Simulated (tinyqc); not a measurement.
Worked calculation: Hubbard chain of 2 sites. Computed by tinyqc, a small Python program that keeps every step. Settings: hopping = 1.24, U = 7.3, mixing = 0.2, iteration cap = 57. Command: `OMP_NUM_THREADS=1 python tinyqc.py 21399 21400 out.jsonl` (the two numbers bound the seeds that draw the settings). One thread of a shared host (Intel(R) Xeon(R) Processor @ 2.60GHz), about 0.2 s of CPU time with the checks.

one-body matrix (hopping and site energies) (eV), order 1, 2:
```
[[-0.61000, -1.24000],
 [-1.24000, -0.54000]]
```

U = 7.30000 eV

electrons, up and down: [1, 1]

n(up) at the start (a guess, not normalised): [0.95000, 0.05000]

n(down) at the start (a guess): [0.05000, 0.95000]

Each step fills the lowest levels of T + U n(other spin) and sets n(new) = n + mixing (n(out) - n); stop when output and input agree to 1e-8.

Course of the cycle:
```
iteration      E (eV)  largest |n(out) - n(in)|  mean |n_up - n_down|
1          -1.5706358                  1.84e-02               0.93555
2          -1.5708527                  1.51e-02               0.93646
3          -1.5709978                  1.25e-02               0.93720
4          -1.5710950                  1.03e-02               0.93780
5          -1.5711602                  8.44e-03               0.93829
6          -1.5712041                  6.94e-03               0.93869
7          -1.5712336                  5.71e-03               0.93902
8          -1.5712536                  4.69e-03               0.93929
9          -1.5712670                  3.86e-03               0.93951
10         -1.5712761                  3.17e-03               0.93968
11         -1.5712822                  2.61e-03               0.93983
...               ...                       ...                   ...
47         -1.5712950                  2.35e-06               0.94051
48         -1.5712950                  1.94e-06               0.94051
49         -1.5712950                  1.60e-06               0.94051
50         -1.5712950                  1.31e-06               0.94051
51         -1.5712950                  1.08e-06               0.94051
52         -1.5712950                  8.90e-07               0.94051
53         -1.5712950                  7.33e-07               0.94051
54         -1.5712950                  6.03e-07               0.94051
55         -1.5712950                  4.97e-07               0.94051
56         -1.5712950                  4.09e-07               0.94051
57         -1.5712950                  3.36e-07               0.94051
```

Can the last value be used, and what does the course show?

Not by the stop rule, although the second column moves by less than 1e-07 over the last three steps. Not converged within 57 iterations: the residual falls steadily but slowly, by a factor of about 0.82 a step. The lowest mean-field energy found from random starts is -1.57130 eV. Reruns (cap 100 unless said): mixing 0.5: converged in 26 (E = -1.57130); mixing 0.9: converged in 11 (E = -1.57130); the original settings with a cap of 400: converged in 76 (E = -1.57130).
